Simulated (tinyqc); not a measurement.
Defect-molecule model of a vacancy with Jahn-Teller distortion: one step. One-electron levels. Four cases, with inputs chosen for the exercise.

Question. Diagonalise. By symmetry: a + b + c + d at E0 - 3 gm, a + b - c - d at E0 + gm - 2 I Q, and the pair a - b, c - d at E0 + gm + I Q.

Four dangling hybrids a, b, c, d point into the vacancy: H_ii = E0, and -gm between any two. A tetragonal distortion Q pairs a with b and c with d: those two couplings become -gm - I Q and the other four -gm + I Q/2, at an elastic cost k Q^2/2. The a1 level holds two electrons; charge states 2+, + and 0 put n = 0, 1, 2 more into the lowest level of t2 origin. Energy from the 2+ state at Q = 0, with the Fermi level mu counted from Ev: W_n(Q) = n (et - 2 I Q) + k Q^2/2 + Uc n (n - 1)/2 - n mu. et = E0 + gm is the undistorted t2 level.

Give: levels.

Case 1.

H (eV):
```
           a          b          c          d
a  -0.060000  -0.506500  -0.301750  -0.301750
b  -0.506500  -0.060000  -0.301750  -0.301750
c  -0.301750  -0.301750  -0.060000  -0.506500
d  -0.301750  -0.301750  -0.506500  -0.060000
```

Answer.

levels (eV): -1.1700  0.0370  0.4465  0.4465

The t2 triplet has split by 3 I Q = 0.4095 eV, and its centre has stayed.

Case 2.

H (eV):
```
           a          b          c          d
a          0  -0.433600  -0.338200  -0.338200
b  -0.433600          0  -0.338200  -0.338200
c  -0.338200  -0.338200          0  -0.433600
d  -0.338200  -0.338200  -0.433600          0
```

Answer.

levels (eV): -1.1100  0.2428  0.4336  0.4336

The t2 triplet has split by 3 I Q = 0.1908 eV, and its centre has stayed.

Case 3.

H (eV):
```
           a          b          c          d
a  -0.090000  -0.547900  -0.236050  -0.236050
b  -0.547900  -0.090000  -0.236050  -0.236050
c  -0.236050  -0.236050  -0.090000  -0.547900
d  -0.236050  -0.236050  -0.547900  -0.090000
```

Answer.

levels (eV): -1.1100  -0.1658  0.4579  0.4579

The t2 triplet has split by 3 I Q = 0.6237 eV, and its centre has stayed.

Case 4.

H (eV):
```
           a          b          c          d
a  -0.030000  -0.495700  -0.202150  -0.202150
b  -0.495700  -0.030000  -0.202150  -0.202150
c  -0.202150  -0.202150  -0.030000  -0.495700
d  -0.202150  -0.202150  -0.495700  -0.030000
```

Answer.

levels (eV): -0.9300  -0.1214  0.4657  0.4657

The t2 triplet has split by 3 I Q = 0.5871 eV, and its centre has stayed.

Computed by tinyqc, one run a case: `OMP_NUM_THREADS=1 python tinyqc.py N N+1 out.jsonl` with N = 1481547, 1481857, 1481965, 1482157; one thread of a shared Intel(R) Xeon(R) Processor @ 2.30GHz, about 0.01 s a run at most.
